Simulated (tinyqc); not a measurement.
Out-diffusion of a doped substrate or buried layer into a growing epitaxial film: one step, computed by the program tinyqc. Command: `OMP_NUM_THREADS=1 python tinyqc.py 3011178 3011179 out.jsonl buried walk`. One thread of a shared host (Intel(R) Xeon(R) Processor @ 2.30GHz), about 0.01 s of CPU time with the checks.

x is counted from the original substrate surface into the film, whose surface moves as x = v t. Substrate dopant has one diffusivity; the dopant of the film is taken as uniform.

Question. Moving boundary against the simple erfc. For a surface that grows from dopant-free material and loses none by evaporation, with u = x/l and s = G - u: C/C_s = (1/2) [erfc(u) + (1 + 4 G (G + s)) exp(4 G s) erfc(G + s) - (4G/sqrt(pi)) exp(-u^2)]; for large G it tends to (1/2) erfc(u). Early in the growth G = sqrt(v x_s/(4 D)) for the thickness x_s reached so far; rows give C at the interface (u = 0) and at the surface (u = G).

Inputs (values chosen for the exercise, modelled on phosphorus in silicon): substrate concentration C_s = 1.1e+18 1/cm^3; growth rate v = 2.2 um/min; growth temperature T = 1000 C.

Film doping: opposite type.

diffusivity D = 1.213356e-14 cm^2/s

Give: The first stage of growth.

Answer.

The first stage of growth:
```
G     C/C_s at the interface  C at the surface (1/cm^3)  simple erfc there (1/cm^3)   ratio  thickness x_s (nm)
0.10                 0.82403                 8.7293e+17                  4.8815e+17  1.7883          1.3237e-03
0.25                 0.67967                 6.0404e+17                  3.9802e+17  1.5176          8.2729e-03
0.50                 0.57719                 3.0784e+17                  2.6373e+17  1.1673          3.3092e-02
0.75                 0.53808                 1.4476e+17                  1.5886e+17  0.9112          7.4456e-02
1.00                 0.52090                 6.2469e+16                  8.6515e+16  0.7221          1.3237e-01
1.50                 0.50794                 8.8289e+15                  1.8642e+16  0.4736          2.9782e-01
2.00                 0.50373                 8.4221e+14                  2.5728e+15  0.3274          5.2946e-01
2.50                 0.50202                 5.2956e+13                  2.2382e+14  0.2366          8.2729e-01
3.00                 0.50121                 2.1563e+12                  1.2150e+13  0.1775          1.1913e+00
```

Caution: rows with a thickness or a length l = x_s/G below about 1 nm are formal for a continuum model.
